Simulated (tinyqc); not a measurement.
Band edges of strained Si(1-x)Ge(x) on relaxed Si(1-y)Ge(y): sweeps and comparisons. A value that a table varies takes the place of the one given here.

Values are linear in the Ge fraction but for ED(x) = linear - CD x (1 - x) and a(x) = linear - Ca x (1 - x). Energies are on the common scale of Ev.

Coherent growth on a (001) face: e_par = (a(y) - a(x))/a(x), e_perp = -2 (C12/C11) e_par; exx = eyy = e_par, ezz = e_perp, no shear.

A valley with unit axis u lies at Ev + gap + (av + a_valley) tr(e) + Xu (u.e.u - tr(e)/3); the Delta axes are x, y, z and the L axes [111], [1-1-1], [-11-1], [-1-11]. The second-order shift of the Delta valleys under shear is left out; it lowers the pair normal to the sheared plane by tens of meV at a shear of 1 %.

Valence edges: Ev plus the levels of the 6 x 6 matrix of X, Y, Z times spin with -Dso/3 + l exx + m (eyy + ezz) on the diagonal (cyclic), n exy off it, l = av + 2 b, m = av - b, n = sqrt(3) d. Spin-orbit term (Dso/3) L.sigma on X, Y, Z with (L_k)_ij = -i epsilon_kij: <X+|H|Y+> = -i Dso/3, <X+|H|Z-> = Dso/3, <Y+|H|Z-> = -i Dso/3, <Z+|H|X-> = -Dso/3, <Z+|H|Y-> = i Dso/3, <X-|H|Y-> = i Dso/3, and their conjugates; + and - are the spin along z.

Coherent growth: e_par = (a(y) - a(x))/a(x). (001): e_perp = -2 (C12/C11) e_par; exx = eyy = e_par, ezz = e_perp, no shear. (111): e_perp = -(2 C11 + 4 C12 - 4 C44)/(C11 + 2 C12 + 4 C44) e_par; exx = eyy = ezz = (2 e_par + e_perp)/3 and exy = eyz = ezx = (e_perp - e_par)/3. (110): e_perp = -(C11 + 3 C12 - 2 C44)/(C11 + C12 + 2 C44) e_par; exx = eyy = (e_par + e_perp)/2, ezz = e_par, exy = (e_perp - e_par)/2, eyz = ezx = 0.

Inputs chosen for the exercise (end members near Si and Ge, in this order; not measured data): a = (5.437, 5.656) angstrom (lattice constant); Dso = (0.044, 0.293) eV (spin-orbit splitting); av = (2.46, 1.23) eV (valence hydrostatic potential); b = (-2.11, -2.52) eV (tetragonal shear potential); d = (-4.76, -5.27) eV (trigonal shear potential); C11 = (165.6, 127.2) GPa; C12 = (63.8, 48.2) GPa; C44 = (78.9, 67.5) GPa; Ev = (0, 0.71) eV (top of the unstrained valence band); ED = (1.148, 0.942) eV (gap to the Delta valleys); EL = (2.05, 0.729) eV (gap to the L valleys); aD = (1.68, 1.36) eV (hydrostatic potential of the Delta gap); aL = (-3.1, -2.82) eV (hydrostatic potential of the L gap); XuD = (9.22, 9.33) eV (uniaxial potential, Delta); XuL = (15.91, 14.82) eV (uniaxial potential, L); CD = 0.192 eV (bowing of the Delta gap); Ca = 0 angstrom (bowing of the lattice constant); face = 001 (growth face); y = 0 (Ge fraction of the relaxed buffer); x = 0.33 (Ge fraction of the layer).

## Composition of the layer

The buffer is kept. dEc = Ec(buffer) - Ec(layer), dEv = Ev(layer) - Ev(buffer); buffer edges Ev(y) and Ev(y) + min(ED, EL). The digit behind Delta or L counts whole valleys.

Results:
```
x     e_par (%)  lowest valleys  gap (eV)  next valleys above (meV)  valence splitting (meV)  dEc (eV)  dEv (eV)
0.08      -0.32          Delta4     1.081                        52                       19     0.007     0.060
0.16      -0.64          Delta4     1.017                       105                       33     0.011     0.120
0.24      -0.96          Delta4     0.955                       157                       46     0.011     0.182
0.31      -1.23          Delta4     0.903                       202                       56     0.008     0.237
0.39      -1.55          Delta4     0.846                       253                       67     0.001     0.301
0.47      -1.86          Delta4     0.791                       304                       79    -0.009     0.366
0.55      -2.17          Delta4     0.739                       355                       90    -0.023     0.432
```

The gap is 1.081 eV in the first row and 0.739 eV in the last. The lowest valleys are Delta4 throughout. Per 0.1 of x the valence offset moves by +79 meV on average; the conduction offset lies between -23 and +11 meV, not monotonically. Both carriers sit on one side for x = 0.08, 0.16, 0.24, 0.31 and 0.39, and on opposite sides elsewhere. Offsets below about 30 meV are within the spread of parameter sets, so those rows do not settle the type. Strains above 2 % can be kept only in layers of a few nanometres.

## Composition of the buffer

The layer is kept. dEc = Ec(buffer) - Ec(layer), dEv = Ev(layer) - Ev(buffer); buffer edges Ev(y) and Ev(y) + min(ED, EL). The digit behind Delta or L counts whole valleys.

Results:
```
y     e_par (%)  lowest valleys  gap (eV)  next valleys above (meV)  valence splitting (meV)  dEc (eV)  dEv (eV)
0.00      -1.31          Delta4     0.889                       215                       59     0.006     0.253
0.13      -0.80          Delta4     0.947                       130                       45    -0.001     0.153
0.25      -0.32          Delta4     1.001                        52                       22    -0.002     0.061
0.38       0.20          Delta2     1.011                        33                       17     0.035    -0.022
0.50       0.68          Delta2     0.941                       111                       63     0.124    -0.068
0.63       1.19          Delta2     0.861                       195                      117     0.226    -0.113
0.75       1.67          Delta2     0.784                       273                      171     0.325    -0.152
0.88       2.19          Delta2     0.699                       358                      229     0.381    -0.192
```

The gap is 0.889 eV in the first row and 0.699 eV in the last, with its largest listed value, 1.011 eV, at y = 0.38: it peaks near the match y = x, since strain of either sign narrows it. The lowest valleys change: Delta4 to Delta2 between y = 0.25 and 0.38. Per 0.1 of y the valence offset moves by -51 meV on average; the conduction offset lies between -2 and +381 meV, not monotonically. Both carriers sit on one side for y = 0.00, and on opposite sides elsewhere. Offsets below about 30 meV are within the spread of parameter sets, so those rows do not settle the type. Strains above 2 % can be kept only in layers of a few nanometres.

## The same layer on three faces

dEc = Ec(buffer) - Ec(layer), dEv = Ev(layer) - Ev(buffer); buffer edges Ev(y) and Ev(y) + min(ED, EL). The digit behind Delta or L counts whole valleys.

Results:
```
face   e_par (%)  lowest valleys  gap (eV)  next valleys above (meV)  valence splitting (meV)  dEc (eV)  dEv (eV)  Delta spread (meV)  L spread (meV)
(001)      -1.31          Delta4     0.889                       215                       59     0.006     0.253                 215               0
(111)      -1.31          Delta6     0.952                       607                       59    -0.049     0.245                   0             258
(110)      -1.31          Delta2     0.892                        91                       61     0.008     0.248                  91             203
```

On (001) only the Delta valleys split (215 meV), on (111) only the L valleys (258 meV), on (110) both (91 and 203 meV). The lowest valleys are Delta4 on (001), Delta6 on (111) and Delta2 on (110); the smallest gap is 0.889 eV on (001) and the largest 0.952 eV on (111).

## What each parameter does

dEc = Ec(buffer) - Ec(layer), dEv = Ev(layer) - Ev(buffer); buffer edges Ev(y) and Ev(y) + min(ED, EL). Each row changes one parameter from the base and keeps the others.

Results:
```
case                       gap (eV)  valence splitting (meV)  dEc (eV)  dEv (eV)
base                         0.8885                     58.7    0.0063    0.2531
x = 0.36                     0.8671                     63.1    0.0039    0.2771
y = 0.03                     0.9021                     56.4    0.0040    0.2301
CD = 0.242 eV                0.8775                     58.7    0.0174    0.2531
d = (-5.474, -6.06) eV       0.8885                     58.7    0.0063    0.2531
Dso = (0.051, 0.337) eV      0.8885                     63.6    0.0063    0.2531
XuL = (18.296, 17.043) eV    0.8885                     58.7    0.0063    0.2531
av = (2.829, 1.414) eV       0.8885                     58.7    0.0113    0.2481
XuD = (10.603, 10.73) eV     0.8778                     58.7    0.0171    0.2531
```

The largest shifts from the base row, up to three for each result and ties (the steps differ in size, so this ranks the rows, not the parameters). gap (eV): x -0.0215, y +0.0135, CD -0.0111; unchanged at the printed digits by d, Dso, XuL and av. valence splitting (meV): Dso +4.9, x +4.3, y -2.4; unchanged at the printed digits by CD, d, XuL, av and XuD. dEc (eV): CD +0.0111, XuD +0.0107, av +0.0050; unchanged at the printed digits by d, Dso and XuL. dEv (eV): x +0.0239, y -0.0230, av -0.0050; unchanged at the printed digits by CD, d, Dso, XuL and XuD. The lowest valleys of the layer are Delta4, so among the conduction-band potentials only those of that family reach the gap and dEc; the buffer is unstrained. A shift large enough to swap the lowest family would change that.

tinyqc: `OMP_NUM_THREADS=1 python tinyqc.py 1080196 1080197 out.jsonl`; about 0.02 s, one thread, shared Intel(R) Xeon(R) Processor @ 2.30GHz.
